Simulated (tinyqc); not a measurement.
Insulator thickness and V0 from two charges.

Inverse problem. In an undoped wire Vg - V0 = Q/Cox + Vt ln(Q/Q0) + Vt ln(1 + Q/Q0) at the source, with Q0 = 4 eps0 eps_r Vt/R and Cox = eps0 eox/(R ln(1 + tox/R)). Find Cox, tox and V0.

Parameters, values chosen for the exercise; material values close to those of silicon:
```
symbol  value  unit                                      meaning
T         293     K                                  temperature
eps_r    11.6         relative permittivity of the semiconductor
eox      8.91        relative permittivity of the gate insulator
R           8    nm                                  wire radius
```

Constants: q = 1.602176634e-19 C, kB = 1.380649e-23 J/K, Vt = kB T/q, eps0 = 8.8541878128e-14 F/cm where lengths are in cm. Results are converted to the units shown.

Qs at Vg = 0.91 and 1.31 V (nC/cm^2): 550.12911  1431.3895

Answer. The two equations are linear in 1/Cox and V0; tox follows by inverting the logarithm.

Cox = 2.483 uF/cm^2
tox = 3.900 nm
V0 = 0.6102 V

tinyqc, about 0.02 s, one thread, Intel Xeon 2.30GHz (shared host): `OMP_NUM_THREADS=1 python tinyqc.py 2460042 2460043 out.jsonl`
